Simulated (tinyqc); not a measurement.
Fully depleted semiconductor-on-insulator film with two gates, non-linear Poisson equation by Newton steps: charge against front-gate voltage.

One dimension across the film, front interface at x = 0, back interface at x = ts. psi is counted from the intrinsic level, n = ni exp(psi/Vt) (source grounded), holes neglected, acceptors ionised. Gates act through Cox = eps0 eox/tox and Cbox = 3.9 eps0/tb with potentials G1 = Vg - (phiM - chi - Vt ln(Nc/ni)) and G2 = Vb - (phiB - chi - Vt ln(Nc/ni)). Classical Boltzmann densities, no interface charge, no depletion in the back plane.

ni = sqrt(Nc Nv) exp(-Eg/(2 Vt)), Eg in volts. The Poisson equation eps0 eps_r d2psi/dx2 = q (n + Na), with -eps0 eps_r dpsi/dx = Cox (G1 - psi) at x = 0 and eps0 eps_r dpsi/dx = Cbox (G2 - psi) at x = ts, is solved on 300 equal intervals with half boxes at both ends; N_inv is the trapezoid sum of n. Swing = ln 10/(d ln N_inv/dVg); the last column is (dN_inv/dVb)/(dN_inv/dVg).

Values chosen for this exercise; band and dielectric values those of a made-up semiconductor: temperature T = 350 K; band gap Eg = 0.849 eV; relative permittivity eps_r = 11.3; conduction-band density of states at T Nc = 4.12e19 cm^-3; valence-band density of states at T Nv = 3.96e19 cm^-3; electron affinity chi = 3.95 eV; relative permittivity of the gate insulator (close to silicon dioxide) eox = 3.9; insulator thickness tox = 3.6 nm; film thickness ts = 5.9 nm; buried-oxide thickness (eps_r 3.9) tb = 87 nm; acceptor density of the film Na = 1e15 cm^-3; work function of the front gate phiM = 4.05 eV; work function of the back plane phiB = 4.75 eV; back-gate voltage Vb = 0 V.

Constants: q = 1.602176634e-19 C, kB = 1.380649e-23 J/K, Vt = kB T/q, eps0 = 8.8541878128e-14 F/cm where lengths are in cm. Results are converted to the units shown.

Charge against front-gate voltage:
columns A: Vg (V); B: psi front (V); C: psi back (V); D: N_inv (cm^-2); E: centroid/ts; F: swing (mV/decade); G: q dN_inv/dVg over Cox; H: back/front leverage
```
A            B       C        D      E       F        G       H
-0.41  -0.0963  -0.103   6.81e5  0.482    73.1  3.58e-6  0.0520
-0.26   0.0479  0.0382   7.69e7  0.473    73.1  4.05e-4  0.0518
-0.11    0.191   0.177   8.28e9  0.463    76.7   0.0415  0.0516
0.04     0.299   0.274  2.36e11  0.431     176    0.515  0.0503
0.19     0.349   0.304  8.27e11  0.375     423    0.752  0.0480
0.34     0.379   0.315  1.54e12  0.326     711    0.835  0.0463
0.49     0.400   0.321  2.32e12  0.287  1.01e3    0.878  0.0452
0.64     0.416   0.324  3.12e12  0.256  1.33e3    0.904  0.0444
0.79     0.429   0.326  3.94e12  0.232  1.64e3    0.921  0.0439
```

Read the table: what changes, and by how much?

N_inv passes 1e11 cm^-2 at Vg = -0.0133 V. The swing starts at 73.1 mV a decade, against (1 + k) Vt ln 10 = 72.3 for a front channel with k = Cs Cbox/(Cox (Cs + Cbox)) = 0.0404, Cs = eps0 eps_r/ts; above threshold this column is no longer a subthreshold swing. The centroid falls from 0.482 to 0.232 of ts and the leverage of the back gate falls from 0.0520 to 0.0439. For Vg = 0.49, 0.64, 0.79 the density at an interface exceeds 0.3 Nc, where Boltzmann statistics fail. In every row the classical centroid lies within 3 nm of an interface, where confinement, left out, would push it away.

Range of the model: In so thin a film or at such density quantum confinement moves the charge away from the interfaces and raises the threshold.

Program tinyqc, `OMP_NUM_THREADS=1 python tinyqc.py 2190169 2190170 out.jsonl`; Intel Xeon 2.30GHz, shared host, one thread, about 0.3 s.
